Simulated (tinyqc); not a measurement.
Worked calculation: RHF in the sto-3g basis, for B+, spin multiplicity 1. This run ends on a higher stationary point, not on the lowest solution. One step of it, computed by the program tinyqc.

Problem. Iteration 3: building the Fock matrix. J_ij = sum D_kl (ij|kl), K_ij = sum D_kl (ik|jl); F = H + J - 0.5 K; E = tr D H + tr D J / 2 - 0.25 tr D K + E_nn.

D after iteration 2, order 1B 1s, 1B 2s, 1B 2px, 1B 2py, 1B 2pz:
```
[[2.007438, -0.013989, 0.000000, 0.000000, 0.000000],
 [-0.013989, 0.000097, 0.000000, 0.000000, 0.000000],
 [0.000000, 0.000000, 0.000000, 0.000000, 0.000000],
 [0.000000, 0.000000, 0.000000, 2.000000, 0.000000],
 [0.000000, 0.000000, 0.000000, 0.000000, 0.000000]]
```

core Hamiltonian H = T + V (hartree), order 1B 1s, 1B 2s, 1B 2px, 1B 2py, 1B 2pz:
```
[[-12.321086, -3.187330, 0.000000, 0.000000, 0.000000],
 [-3.187330, -3.412465, 0.000000, 0.000000, 0.000000],
 [0.000000, 0.000000, -2.617559, 0.000000, 0.000000],
 [0.000000, 0.000000, 0.000000, -2.617559, 0.000000],
 [0.000000, 0.000000, 0.000000, 0.000000, -2.617559]]
```

Two-electron integrals (ij|kl) in chemists' order, unique and non-zero (hartree):
```
(11|11) 2.923513   (21|11) 0.518376   (21|21) 0.109262   (22|11) 0.744229
(22|21) 0.193177   (22|22) 0.544804   (31|31) 0.020264   (32|31) 0.029996
(32|32) 0.120346   (33|11) 0.742491   (33|21) 0.193240   (33|22) 0.544682
(33|33) 0.586773   (41|41) 0.020264   (42|41) 0.029996   (42|42) 0.120346
(43|43) 0.031630   (44|11) 0.742491   (44|21) 0.193240   (44|22) 0.544682
(44|33) 0.523513   (44|44) 0.586773   (51|51) 0.020264   (52|51) 0.029996
(52|52) 0.120346   (53|53) 0.031630   (54|54) 0.031630   (55|11) 0.742491
(55|21) 0.193240   (55|22) 0.544682   (55|33) 0.523513   (55|44) 0.523513
(55|55) 0.586773
```

nuclear repulsion = 0 hartree

Give: Coulomb J; exchange K; Fock matrix F; total energy of this density.

Solution.

Coulomb J (hartree), order 1B 1s, 1B 2s, 1B 2px, 1B 2py, 1B 2pz:
```
[[7.3393, 1.4240, 0.0000, 0.0000, 0.0000],
 [1.4240, 2.5780, 0.0000, 0.0000, 0.0000],
 [0.0000, 0.0000, 2.5322, 0.0000, 0.0000],
 [0.0000, 0.0000, 0.0000, 2.6587, 0.0000],
 [0.0000, 0.0000, 0.0000, 0.0000, 2.5322]]
```

exchange K (hartree), order 1B 1s, 1B 2s, 1B 2px, 1B 2py, 1B 2pz:
```
[[5.8948, 1.0887, 0.0000, 0.0000, 0.0000],
 [1.0887, 0.4547, 0.0000, 0.0000, 0.0000],
 [0.0000, 0.0000, 0.1031, 0.0000, 0.0000],
 [0.0000, 0.0000, 0.0000, 1.2134, 0.0000],
 [0.0000, 0.0000, 0.0000, 0.0000, 0.1031]]
```

Fock matrix F (hartree), order 1B 1s, 1B 2s, 1B 2px, 1B 2py, 1B 2pz:
```
[[-7.9292, -2.3076, 0.0000, 0.0000, 0.0000],
 [-2.3076, -1.0618, 0.0000, 0.0000, 0.0000],
 [0.0000, 0.0000, -0.1369, 0.0000, 0.0000],
 [0.0000, 0.0000, 0.0000, -0.5656, 0.0000],
 [0.0000, 0.0000, 0.0000, 0.0000, -0.1369]]
```

total energy of this density = -23.432029 hartree
